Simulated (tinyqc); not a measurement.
Two electrons on one impurity (helium-like model): one step. The minimum over a and b. Five cases, with inputs chosen for the exercise.

Question. Give a, b, E, both binding energies and U, their difference.

Units Ha* = 2 Ry m/eps^2 and a* = a0 eps/m. One electron is bound by Z^2/2. Two electrons in the singlet built from exp(-a r) and exp(-b r): S = 8 (ab)^(3/2)/(a + b)^3, h_aa = a^2/2 - Z a, h_bb alike, h_ab = S (ab/2 - Z (a + b)/2), J = ab (a^2 + 3ab + b^2)/(a + b)^3, K = 20 (ab)^3/(a + b)^5, E = (h_aa + h_bb + 2 S h_ab + J + K)/(1 + S^2). For a = b this is a^2 - 2 Z a + 5a/8. Real double donors are deeper, since the central cell is left out.

Give: a, b; E; binding of the first and second electron; U.

Case 1.

Values chosen (out of a larger set: near those of impurities in Ge; not measured data): Z = 2 (effective charge (1: D- centre, 2: double donor; other values mimic a central cell)).

Ha* = 17.62664 meV
a* = 50.4275 angstrom
E with equal orbitals = -2.8476562 Ha*

Answer.

a, b (1/a*): 2.183  1.189

E = -2.87566 Ha*

binding of the first and second electron (meV): 35.25  15.43

U = 19.82 meV

Letting one electron stay close and the other roam (decay lengths 23 and 42 angstrom) gains 0.49 meV. The exact value for Z = 2 is -2.90372, 0.49 meV lower.

Case 2.

Values chosen (out of a larger set: near those of impurities in Si; not measured data): Z = 1 (effective charge (1: D- centre, 2: double donor; other values mimic a central cell)).

Ha* = 56.31245 meV
a* = 21.3091 angstrom
E with equal orbitals = -0.4726562 Ha*

Answer.

a, b (1/a*): 1.039  0.283

E = -0.51330 Ha*

binding of the first and second electron (meV): 28.16  0.75

U = 27.41 meV

Letting one electron stay close and the other roam (decay lengths 21 and 75 angstrom) gains 2.29 meV. The exact value for Z = 1 is -0.52775, a binding of 1.56 meV, so this function recovers 48 % of it.

Case 3.

Values chosen (out of a larger set: near those of impurities in Si; not measured data): Z = 2 (effective charge (1: D- centre, 2: double donor; other values mimic a central cell)).

Ha* = 58.82381 meV
a* = 20.7452 angstrom
E with equal orbitals = -2.8476562 Ha*

Answer.

a, b (1/a*): 2.183  1.189

E = -2.87566 Ha*

binding of the first and second electron (meV): 117.65  51.51

U = 66.14 meV

Letting one electron stay close and the other roam (decay lengths 10 and 17 angstrom) gains 1.65 meV. The exact value for Z = 2 is -2.90372, 1.65 meV lower.

Case 4.

Values chosen (out of a larger set: near those of impurities in Si; not measured data): Z = 1 (effective charge (1: D- centre, 2: double donor; other values mimic a central cell)).

Ha* = 65.53681 meV
a* = 19.2735 angstrom
E with equal orbitals = -0.4726562 Ha*

Answer.

a, b (1/a*): 1.039  0.283

E = -0.51330 Ha*

binding of the first and second electron (meV): 32.77  0.87

U = 31.90 meV

Letting one electron stay close and the other roam (decay lengths 19 and 68 angstrom) gains 2.66 meV. The exact value for Z = 1 is -0.52775, a binding of 1.82 meV, so this function recovers 48 % of it.

Case 5.

Values chosen (out of a larger set: near those of impurities in InP; not measured data): Z = 1 (effective charge (1: D- centre, 2: double donor; other values mimic a central cell)).

Ha* = 13.36916 meV
a* = 85.4825 angstrom
E with equal orbitals = -0.4726562 Ha*

Answer.

a, b (1/a*): 1.039  0.283

E = -0.51330 Ha*

binding of the first and second electron (meV): 6.68  0.18

U = 6.51 meV

Letting one electron stay close and the other roam (decay lengths 82 and 302 angstrom) gains 0.54 meV. The exact value for Z = 1 is -0.52775, a binding of 0.37 meV, so this function recovers 48 % of it.

Computed by tinyqc, one run a case: `OMP_NUM_THREADS=1 python tinyqc.py N N+1 out.jsonl` with N = 1282061, 1282070, 1282082, 1282189, 1282245; one thread of a shared Intel(R) Xeon(R) Processor @ 2.30GHz, about 0.07 s a run at most.
